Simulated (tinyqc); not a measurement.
Worked calculation: linear model of a band gap against the share of exact exchange. Values are carried at full precision from step to step, so a last printed digit may differ when a step is redone from the rounded ones.

E(alpha) = E0 + S alpha. A wider gap screens less, modelled in the Penn form eps(alpha) = 1 + (e0 - 1)(EP/(EP + S alpha))^2 with a scale EP chosen for the exercise. A dielectric-dependent hybrid takes alpha = 1/eps.

Values chosen for the exercise (of the order of those of AlN; not measured data): E0 = 4.26 eV (gap of the semi-local functional); S = 8.54 eV (slope dE/d(alpha)); e0 = 4.78 (optical dielectric constant at alpha = 0); EP = 21.6 eV (energy scale of the screening); Et = 6.2 eV (target gap); a_start = 0.1 (starting alpha); fv = 0.72 (share of the opening taken by the valence edge); Ed = 0.81 eV (defect level above the semi-local valence top); cd = 0.31 (shift of the level per unit opening, on the scale of the mean potential).

## Fixed shares

Gap, error against the target and eps for alpha = 0, 0.25 and 1/e0; and the alpha that meets the target, (Et - E0)/S.

Results:
```
alpha,E (eV),E - Et (eV),eps
0.0000,4.260,-1.940,4.780
0.2500,6.395,0.195,4.131
0.2092,6.047,-0.153,4.225
```

alpha for the target = 0.2272

A quarter of exact exchange overshoots the target by 0.19 eV: the material needs 0.227, and 1/e0 = 0.209 lies closer to it than 0.25 does.

## Self-consistent share

Iterate alpha -> 1/eps(alpha) seven times from a_start. The fixed point solves alpha eps(alpha) = 1; the contraction factor there is 2 (eps - 1) S/((EP + S alpha) eps^2).

Iterates:
```
step,alpha,eps,E (eV)
0,0.10000,4.4979,5.1140
1,0.22232,4.1938,6.1586
2,0.23844,4.1567,6.2963
3,0.24057,4.1519,6.3145
4,0.24085,4.1513,6.3169
5,0.24089,4.1512,6.3172
6,0.24090,4.1512,6.3172
7,0.24090,4.1512,6.3173
```

fixed point = 0.24090
contraction factor = 0.1320

The factor is positive, so the iterates approach from one side, the error shrinking to 0.13 of itself each step; the gap is within 0.01 eV of its limit from step 3. Self-consistency moves the gap by +0.271 eV against the one-shot choice 1/e0, since a wider gap screens less.

## Band edges and a deep level

The opening c = S alpha lowers the valence top by fv c and raises the conduction edge by (1 - fv) c, both against the mean potential; the level moves by cd c. Use the fixed point. Compare with stretching the level in proportion to the gap and with pinning it to either edge.

opening c = 2.057 eV

shifts of the valence and conduction edges (eV): -1.481  0.576

level above the valence top = 2.929 eV
level below the conduction edge = 3.388 eV

level above the valence top: stretched, tied to the valence edge, tied to the conduction edge (eV): 1.201  0.810  2.867

The three recipes err by -1.73, -2.12 and -0.06 eV against alignment through the mean potential. With cd = 0.31 the level moves with the conduction edge, by 1.11 times as much as that edge.

## Checks

- Fixed point by bisection against 60 substitutions: both 0.24090.

Program tinyqc; command `OMP_NUM_THREADS=1 python tinyqc.py 1880591 1880592 out.jsonl`; about 0.01 s on one thread of a shared Intel(R) Xeon(R) Processor @ 2.30GHz.
